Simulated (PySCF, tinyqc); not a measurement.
Worked calculation: CIS and TDHF on RHF in the sto-3g basis, for H6, spin multiplicity 1. The lowest restricted solution is unstable here: a spin-polarised one lies 0.0098 hartree lower (PySCF). One step of it, computed by the program tinyqc.

Problem. CIS triplet states. Diagonalise A (1 hartree = 27.211386 eV); each vector has its largest component positive (the first on a tie).

CIS matrix A, triplet (hartree):
```
           1>4        1>5        1>6        2>4       2>5        2>6        3>4        3>5
1>4   0.512910   0.000000   0.082536   0.000000  0.098839   0.000000   0.016621   0.000000
1>5   0.000000   0.935365   0.000000   0.098839  0.000000   0.140167   0.000000  -0.008390
1>6   0.082536   0.000000   1.296351   0.000000  0.140167   0.000000  -0.092536   0.000000
2>4   0.000000   0.098839   0.000000   0.387681  0.000000  -0.012760   0.000000   0.114686
2>5   0.098839   0.000000   0.140167   0.000000  0.784879   0.000000   0.114686   0.000000
2>6   0.000000   0.140167   0.000000  -0.012760  0.000000   1.241438   0.000000   0.100242
3>4   0.016621   0.000000  -0.092536   0.000000  0.114686   0.000000   0.140164   0.000000
3>5   0.000000  -0.008390   0.000000   0.114686  0.000000   0.100242   0.000000   0.572664
3>6  -0.092536   0.000000   0.085105   0.000000  0.100242   0.000000   0.017689   0.000000

           3>6
1>4  -0.092536
1>5   0.000000
1>6   0.085105
2>4   0.000000
2>5   0.100242
2>6   0.000000
3>4   0.017689
3>5   0.000000
3>6   0.999667
```

Give: triplet excitation energies; lowest vectors.

Solution.

triplet excitation energies (eV): [2.9617, 8.5071, 12.2932, 16.7379, 21.4338, 24.5114, 27.5433, 35.6098, 37.3746]

lowest vectors, order 1>4, 1>5, 1>6, 2>4, 2>5, 2>6, 3>4, 3>5, 3>6:
$$\begin{pmatrix}
-0.0184 & 0.0000 & 0.9238 & 0.0000 & 0.3251 & 0.0000 \\
0.0000 & -0.1649 & 0.0000 & -0.0569 & 0.0000 & 0.9183 \\
0.0997 & 0.0000 & -0.0657 & 0.0000 & -0.2265 & 0.0000 \\
0.0000 & 0.8849 & 0.0000 & 0.4319 & 0.0000 & 0.1697 \\
-0.1824 & 0.0000 & -0.3031 & 0.0000 & 0.8762 & 0.0000 \\
0.0000 & 0.0832 & 0.0000 & -0.1212 & 0.0000 & -0.3505 \\
0.9779 & 0.0000 & -0.0301 & 0.0000 & 0.1905 & 0.0000 \\
0.0000 & -0.4277 & 0.0000 & 0.8919 & 0.0000 & -0.0713 \\
-0.0103 & 0.0000 & 0.2226 & 0.0000 & -0.1974 & 0.0000
\end{pmatrix}$$
